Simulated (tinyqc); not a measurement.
Inside a calculation. Method: UHF in the sto-6g basis, for H4, spin multiplicity 3. One step of it, computed by the program tinyqc.

Problem. Iteration 2 (converged): orbitals. Diagonalise F' = X^T F X, C = X C', fill 3 alpha and 1 beta electrons from the bottom; D(s) = C_occ C_occ^T. Each column has its largest component positive (the first on a tie).

F(alpha) (hartree), order 1H 1s, 2H 1s, 3H 1s, 4H 1s:
$$\begin{pmatrix}
-0.644510 & -0.708897 & -0.575773 & -0.447097 \\
-0.708897 & -0.644510 & -0.447097 & -0.575773 \\
-0.575773 & -0.447097 & -0.644510 & -0.708897 \\
-0.447097 & -0.575773 & -0.708897 & -0.644510
\end{pmatrix}$$

F(beta) (hartree), order 1H 1s, 2H 1s, 3H 1s, 4H 1s:
$$\begin{pmatrix}
-0.252085 & -0.494625 & -0.466016 & -0.454741 \\
-0.494625 & -0.252085 & -0.454741 & -0.466016 \\
-0.466016 & -0.454741 & -0.252085 & -0.494625 \\
-0.454741 & -0.466016 & -0.494625 & -0.252085
\end{pmatrix}$$

X, order 1H 1s, 2H 1s, 3H 1s, 4H 1s:
$$\begin{pmatrix}
1.353973 & -0.476583 & -0.311167 & 0.061754 \\
-0.476583 & 1.353973 & 0.061754 & -0.311167 \\
-0.311167 & 0.061754 & 1.353973 & -0.476583 \\
0.061754 & -0.311167 & -0.476583 & 1.353973
\end{pmatrix}$$

Give: F' = X^T F X; orbital energies; coefficients C; F' = X^T F X; orbital energies; coefficients C; D(alpha) after iteration 2; D(beta) after iteration 2.

Solution.

F' = X^T F X (alpha) (hartree):
$$\begin{pmatrix}
-0.1390 & -0.5394 & -0.3978 & 0.1391 \\
-0.5394 & -0.1390 & 0.1391 & -0.3978 \\
-0.3978 & 0.1391 & -0.1390 & -0.5394 \\
0.1391 & -0.3978 & -0.5394 & -0.1390
\end{pmatrix}$$

orbital energies (alpha) (hartree): MO1 -0.9371, MO2 -0.4197, MO3 -0.1366, MO4 0.9374

coefficients C (alpha), order 1H 1s, 2H 1s, 3H 1s, 4H 1s:
$$\begin{pmatrix}
0.3140 & 0.5634 & 0.7288 & 1.1017 \\
0.3140 & 0.5634 & -0.7288 & -1.1017 \\
0.3140 & -0.5634 & 0.7288 & -1.1017 \\
0.3140 & -0.5634 & -0.7288 & 1.1017
\end{pmatrix}$$

F' = X^T F X (beta) (hartree):
$$\begin{pmatrix}
0.3218 & -0.5401 & -0.4049 & -0.0344 \\
-0.5401 & 0.3218 & -0.0344 & -0.4049 \\
-0.4049 & -0.0344 & 0.3218 & -0.5401 \\
-0.0344 & -0.4049 & -0.5401 & 0.3218
\end{pmatrix}$$

orbital energies (beta) (hartree): MO1 -0.6576, MO2 0.2210, MO3 0.4914, MO4 1.2323

coefficients C (beta), order 1H 1s, 2H 1s, 3H 1s, 4H 1s:
$$\begin{pmatrix}
0.3140 & 0.5634 & 0.7288 & 1.1017 \\
0.3140 & 0.5634 & -0.7288 & -1.1017 \\
0.3140 & -0.5634 & 0.7288 & -1.1017 \\
0.3140 & -0.5634 & -0.7288 & 1.1017
\end{pmatrix}$$

D(alpha) after iteration 2, order 1H 1s, 2H 1s, 3H 1s, 4H 1s:
$$\begin{pmatrix}
0.9472 & -0.1152 & 0.3123 & -0.7500 \\
-0.1152 & 0.9472 & -0.7500 & 0.3123 \\
0.3123 & -0.7500 & 0.9472 & -0.1152 \\
-0.7500 & 0.3123 & -0.1152 & 0.9472
\end{pmatrix}$$

D(beta) after iteration 2, order 1H 1s, 2H 1s, 3H 1s, 4H 1s:
$$\begin{pmatrix}
0.0986 & 0.0986 & 0.0986 & 0.0986 \\
0.0986 & 0.0986 & 0.0986 & 0.0986 \\
0.0986 & 0.0986 & 0.0986 & 0.0986 \\
0.0986 & 0.0986 & 0.0986 & 0.0986
\end{pmatrix}$$
